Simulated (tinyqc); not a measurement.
Free-carrier optics of a doped semiconductor (Drude model with one polar phonon): sweeps and comparisons. A value that a table varies takes the place of the one given here.

eps(E) = ei [1 - Ep^2/(E^2 + i E Gam)] + (es - ei) wT^2/(wT^2 - E^2 - i E gT), with Ep^2 = 8 pi c (e^2/(4 pi eps0)) N/(m ei), c = hbar^2/2m0, N in 1/angstrom^3 (1e-24 per 1/cm^3); Gam = hbar/tau, tau = mu m m0/e with m0/e = 5.685630e-12 kg/C and mu in m^2/(V s). Energies in meV.

n + i k = sqrt(eps1 + i eps2) with k >= 0; R = ((n - 1)^2 + k^2)/((n + 1)^2 + k^2) at normal incidence from vacuum; alpha = 2 E k/(hbar c), times 1e8 for 1/cm; loss function Im(-1/eps) = eps2/(eps1^2 + eps2^2).

Constants: hbar^2/2m0 = 3.80998211 eV angstrom^2; e^2/(4 pi eps0) = 14.39964547 eV angstrom; hbar = 6.58211957e-16 eV s; hbar c = 1973.269805 eV angstrom.

Values chosen for the exercise (mass and dielectric values near those of GaSb; N and mu are free inputs; interband absorption and the rise of the mass with filling are left out; shifted at random, so the results belong to these values and not to a real crystal): m = 0.043 m0 (conductivity mass); ei = 14.43 (high-frequency dielectric constant); wT = 27.5 meV (TO phonon); es = 15.61 (static dielectric constant); N = 2.2e+17 1/cm^3 (carrier density); mu = 23000 cm^2/(V s) (mobility); gT = 0.5 meV (phonon damping); E = 37.7 meV (photon energy).

## The coupled modes against doping

L-, L+ solve E^4 - (wL^2 + Ep^2) E^2 + Ep^2 wT^2 = 0, wL = wT sqrt(es/ei); damping left out; energies in meV.

Modes:
```
N (1/cm^3)      Ep     L-      L+  Ep sqrt(ei/es)
1.0e+16       4.71   4.53   28.63            4.53
4.0e+16       9.43   9.02   28.73            9.06
1.0e+17      14.91  14.14   28.99           14.33
2.0e+17      21.08  19.53   29.68           20.27
4.0e+17      29.81  24.83   33.02           28.66
7.0e+17      39.44  26.55   40.85           37.92
1.0e+18      47.14  26.95   48.10           45.32
4.0e+18      94.28  27.40   94.64           90.65
1.0e+19     149.07  27.46  149.28          143.32
```

wL = 28.60 meV

At low density L- follows Ep sqrt(ei/es) (4.53 against 4.53), a plasmon screened by the lattice, and L+ starts at wL. At the highest density L- has come within 0.04 meV of wT, since the carriers screen the field that lifts wL, and L+ is within 0.21 meV of Ep. The branches are closest, 8.20 meV, at 4e+17 1/cm^3 of those listed. The mass is held fixed, while in a real band it rises with filling.

## Reflectance across the plasma edge

Spectrum:
```
E (meV)      eps1    eps2      R  alpha (1/cm)
2.2      -1120.34  604.41  0.973      7.71e+03
6.6       -141.33   27.85  0.968      7.99e+03
11.1       -40.79    5.98  0.957      7.20e+03
15.5       -13.04    2.23  0.917      5.69e+03
18.8        -3.24    1.29  0.729      3.49e+03
22.1         3.35    0.90  0.095           546
24.3         7.87    0.97  0.227           424
27.6       -17.08   56.17  0.735      1.72e+04
33.2         5.46    0.35  0.161           251
44.2        10.08    0.11  0.271          77.1
66.3        12.58    0.03  0.314          28.9
110.6       13.78    0.01  0.331          9.78
```

Ep = 22.1 meV and Gam = 1.2 meV. R is 0.973 at the lowest energy and lowest, 0.095, at 22.1 meV of those listed; without damping and phonon it would vanish at Ep sqrt(ei/(ei - 1)) = 22.9 meV. At the highest energy R is 0.331, against 0.340 for ei alone. Between the last two rows alpha goes as E^-2.12, where the Drude limit far above Ep and Gam is E^-2; Gam and the phonon term both still act in these rows. The phonon adds its own band of high reflectance between wT = 27.5 meV and about wL = 28.6 meV, which the rows may miss.

## What moves the optical constants

At the energy E. Each row changes one parameter from the base and keeps the others.

Results:
```
case                   Ep (meV)  Gam (meV)       R  alpha (1/cm)
base                      22.11       1.17  0.2312           129
N = 3.3e+17 1/cm^3        27.08       1.17  0.1666           216
m = 0.0516 m0             20.18       0.98  0.2491          92.5
mu = 13800 cm^2/(V s)     22.11       1.95  0.2315           197
ei = 15.15                21.58       1.17  0.2635           104
E = 45.2 meV              22.11       1.17  0.2752          72.5
```

The largest shifts from the base row, up to three for each result and ties (the steps differ in size, so this ranks the rows, not the parameters). Ep (meV): N +4.97, m -1.93, ei -0.53; unchanged at the printed digits by mu and E. Gam (meV): mu +0.78, m -0.20; unchanged at the printed digits by N, ei and E. R: N -0.0645, E +0.0441, ei +0.0324. alpha (1/cm): N +87.5, mu +68.4, E -56.1.

Program tinyqc; command `OMP_NUM_THREADS=1 python tinyqc.py 1652003 1652004 out.jsonl`; about 0.01 s on one thread of a shared Intel(R) Xeon(R) Processor @ 2.30GHz.
